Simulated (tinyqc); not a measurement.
The 3-omega method: a line heater on a substrate with a thin film. Which input was changed? Computed by tinyqc, a small Python program. Command: `OMP_NUM_THREADS=1 python tinyqc.py 3022834 3022835 out.jsonl threeomega which`. One thread of a shared host (Intel(R) Xeon(R) Processor @ 2.30GHz), about 0.09 s of CPU time with the checks.

A current at angular frequency omega = 2 pi f heats the line at 2 omega with the amplitude P per length; the temperature swing Delta T at 2 omega gives a voltage at 3 omega. The substrate is taken as semi-infinite and isotropic, and the heat capacity of heater and film is left out.

Inputs (values chosen for the exercise, modelled on hafnia on gallium oxide): substrate conductivity kappa = 21.4 W/(m K); substrate heat capacity C = 3.42 1e6 J/(m^3 K); heater half-width b = 4.8 micrometre; power amplitude per length P = 22 W/m; current frequency f = 98 Hz; film thickness t = 59 nm; film conductivity kappa_f = 1.1 W/(m K); interface resistance R_i = 22 m^2 K/GW; substrate thickness d_s = 380 micrometre; temperature coefficient of resistance beta = 3.3 1e-3/K; voltage amplitude V_1 = 1.2 V.

Method:
- D = kappa/C; q = sqrt(2 i omega/D); penetration depth 1/|q| = sqrt(D/(2 omega)).
- Delta T_s = (P/(pi kappa)) int_0^infinity (sin x/x)^2 / sqrt(x^2 + (q b)^2) dx with (q b)^2 = i |q b|^2, averaged over the heater width (12 Gauss-Legendre points on each of the pieces 0, 14 log-spaced edges from 1e-5 to 1, and multiples of pi to 40 pi; the tail adds 1/(4 (40 pi)^2)).
- For |q| b much below 1: Delta T_s = (P/(pi kappa)) [-ln(|q| b) + eta - i pi/4], eta = 3/2 - C_E = 0.92278, with Euler's C_E = 0.5772157.
- One-dimensional flow across the film: Delta T_f = P (t/kappa_f + R_i)/(2 b); total in-phase swing Delta T = Delta T_s + Delta T_f; third-harmonic amplitude V_3 = V_1 beta |Delta T|/2 with the out-of-phase part included; the apparent film conductivity is t/(t/kappa_f + R_i).

Task: One of these inputs alone was changed, within the range given: substrate conductivity kappa (10.7 to 42.8); substrate heat capacity C (1.71 to 6.84); heater half-width b (2.4 to 9.6); power amplitude per length P (11 to 44). Which one, and to what value?

Results:
```
run     in-phase Delta T_s (K)  Delta T_f (K)  penetration depth (micrometre)
before                1.185045      0.1733333                        71.28134
after                 1.039608      0.1520606                        71.28134
```

Result:

Each candidate set to reproduce in-phase Delta T_s, and what it then gives:
```
candidate                                  range searched  value needed  Delta T_f (K)  penetration depth (micrometre)
substrate conductivity kappa (W/(m K))       10.7 to 42.8         24.90        0.17333                          76.896
substrate heat capacity C (1e6 J/(m^3 K))    1.71 to 6.84  out of reach              -                               -
heater half-width b (micrometre)               2.4 to 9.6         7.493        0.11104                          71.281
power amplitude per length P (W/m)               11 to 44         19.30        0.15206                          71.281
```

Only power amplitude per length P fits every result: it went from 22 to 19.3 W/m. The next best candidate, substrate conductivity kappa, misses one result by 14 %.
